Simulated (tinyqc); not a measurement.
# Ellipsometry and reflectance of a transparent film on an absorbing substrate: what changes with what

Air (index 1), film, substrate with N2 = n2 - i k2; time factor exp(+i w t). q_j = sqrt(N_j^2 - sin^2 th), root with positive real part. Fresnel coefficients r_s = (q_a - q_b)/(q_a + q_b), r_p = (N_b^2 q_a - N_a^2 q_b)/(N_b^2 q_a + N_a^2 q_b). tan(Psi) exp(i Delta) = R_p/R_s, Delta taken from 0 to 360 degrees.

Values chosen for this exercise; indices close to those of silicon dioxide on silicon: wavelength lam = 800 nm; angle of incidence th = 70 degrees; index of the transparent film n1 = 1.458; film thickness d = 8.2 nm; index of the substrate n2 = 3.692; extinction coefficient of the substrate k2 = 0.0065.

Each table varies one quantity; the others keep the values above.

## Psi and Delta against the film thickness

beta = 2 pi d q1/lam, X = exp(-2 i beta), R = (r01 + r12 X)/(1 + r01 r12 X) for p and s. The last column is the derivative of Delta.

Results:

| d (nm) | Psi (degrees) | Delta (degrees) | \|R_p\|^2 | \|R_s\|^2 | dDelta/dd (degrees/nm) |
|---|---|---|---|---|---|
| 0 | 9.129 | 179.7 | 0.01758 | 0.6809 | -2.512 |
| 4 | 9.237 | 169.7 | 0.01800 | 0.6806 | -2.459 |
| 6 | 9.364 | 164.8 | 0.01850 | 0.6803 | -2.399 |
| 8 | 9.538 | 160.1 | 0.01919 | 0.6798 | -2.321 |
| 10 | 9.756 | 155.6 | 0.02008 | 0.6792 | -2.229 |
| 12 | 10.01 | 151.2 | 0.02116 | 0.6785 | -2.127 |
| 14 | 10.31 | 147.1 | 0.02242 | 0.6776 | -2.020 |
| 16 | 10.64 | 143.1 | 0.02387 | 0.6766 | -1.911 |

Estimate the missing row, d = 2 nm.

Computed row:

| d (nm) | Psi (degrees) | Delta (degrees) | \|R_p\|^2 | \|R_s\|^2 | dDelta/dd (degrees/nm) |
|---|---|---|---|---|---|
| 2 | 9.158 | 174.7 | 0.01769 | 0.6808 | -2.498 |

With this row back in the table: Delta falls from 179.67 to 143.13 degrees while Psi moves from 9.129 to 10.64: Delta changes 24.2 times as much as Psi. With the slope of the first row an error of 0.01 degree in Delta means 0.0040 nm.

## Effect of the angle of incidence

Same model as above.

dDelta/dd is the derivative of Delta; period lam/(2 q1).

Results:

| th (degrees) | Psi (degrees) | Delta (degrees) | \|R_p\|^2 | \|R_s\|^2 | dDelta/dd (degrees/nm) | period (nm) |
|---|---|---|---|---|---|---|
| 50 | 30.83 | 176.3 | 0.1729 | 0.4854 | -0.4419 | 322.4 |
| 55 | 27.03 | 175.0 | 0.1364 | 0.5243 | -0.5957 | 331.6 |
| 60 | 22.38 | 173.1 | 0.09655 | 0.5693 | -0.8302 | 341.0 |
| 65 | 16.65 | 169.5 | 0.05550 | 0.6209 | -1.253 | 350.2 |
| 75 | 3.484 | 81.25 | 0.002766 | 0.7465 | 0.2555 | 366.3 |
| 80 | 13.11 | 14.22 | 0.04456 | 0.8218 | 1.564 | 372.0 |
| 85 | 27.91 | 4.715 | 0.2544 | 0.9062 | 0.5466 | 375.7 |

Estimate the missing row, th = 70 degrees.

Computed row:

| th (degrees) | Psi (degrees) | Delta (degrees) | \|R_p\|^2 | \|R_s\|^2 | dDelta/dd (degrees/nm) | period (nm) |
|---|---|---|---|---|---|---|
| 70 | 9.558 | 159.7 | 0.01927 | 0.6798 | -2.312 | 358.8 |

With this row back in the table: Psi goes from 30.8 through a minimum of 3.48 (at th = 75 among the rows listed) to 27.9 degrees and |R_p|^2 goes from 0.173 through a minimum of 0.00277 (at th = 75 among the rows listed) to 0.254. The slope of Delta is largest in size, 2.31 degrees/nm, at th = 70 among the rows. The bare substrate has its smallest |R_p| near arctan(n2) = 74.8 degrees.

tinyqc, about 0.01 s, one thread, Intel Xeon 2.30GHz (shared host): `OMP_NUM_THREADS=1 python tinyqc.py 2870191 2870192 out.jsonl`
